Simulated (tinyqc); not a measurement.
Size of the basis: round or elliptic silicon nanowire with anisotropic valleys (Ritz method).

Wire along x = [100] on a (001) wafer, y = [010], z = [001]. Valley groups, two valleys each (w = inverse masses): A, axis along z: w_y = 1/mt, w_z = 1/ml, m_x = mt; B, axis along y: w_y = 1/ml, w_z = 1/mt, m_x = mt; C, axis along x: w_y = w_z = 1/mt, m_x = ml.

Hard wall on the ellipse (y/a)^2 + (z/b)^2 = 1, c = hbar^2/2m0. With u = y/a, v = z/b the operator is -c [(w_y/a^2) d2/du2 + (w_z/b^2) d2/dv2] on the unit disc. Basis (1 - u^2 - v^2) u^i v^j; S, X and Y are the disc integrals of f f', (df/du)(df'/du) and (df/dv)(df'/dv), from the integral of u^p v^q = 2 Gamma((p+1)/2) Gamma((q+1)/2)/((p + q + 2) Gamma((p+q+2)/2)) for even p, q; H = c (w_y X/a^2 + w_z Y/b^2).

Constants: hbar^2/2m0 = 3.80998211 eV angstrom^2.

Inputs chosen for the exercise (near those of a Si nanowire; shifted at random, so the results belong to these values and not to a real crystal):
- ml = 0.923 m0 (longitudinal mass)
- mt = 0.186 m0 (transverse mass)
- a = 21 angstrom (semi-axis along y)
- b = 38 angstrom (semi-axis along z)

Lowest level of each group with 1, 3, 6 and 21 even functions.

Levels (meV):

| functions | A | B | C |
|---|---|---|---|
| 1 | 147.92 | 70.64 | 181.90 |
| 3 | 136.27 | 68.02 | 173.72 |
| 6 | 135.48 | 68.00 | 173.64 |
| 21 | 135.45 | 68.00 | 173.63 |

One function errs by 9.2 % for A, 3.9 % for B and 4.8 % for C, six by 0.029, 1.7e-05 and 0.0003 meV. The error grows with the axis ratio of the stretched ellipse (4.03, 1.23, 1.81); for a circle it is 6/5.783 - 1 = 3.7 %.

tinyqc: `OMP_NUM_THREADS=1 python tinyqc.py 1282329 1282330 out.jsonl`; about 0.06 s, one thread, shared Intel(R) Xeon(R) Processor @ 2.30GHz.
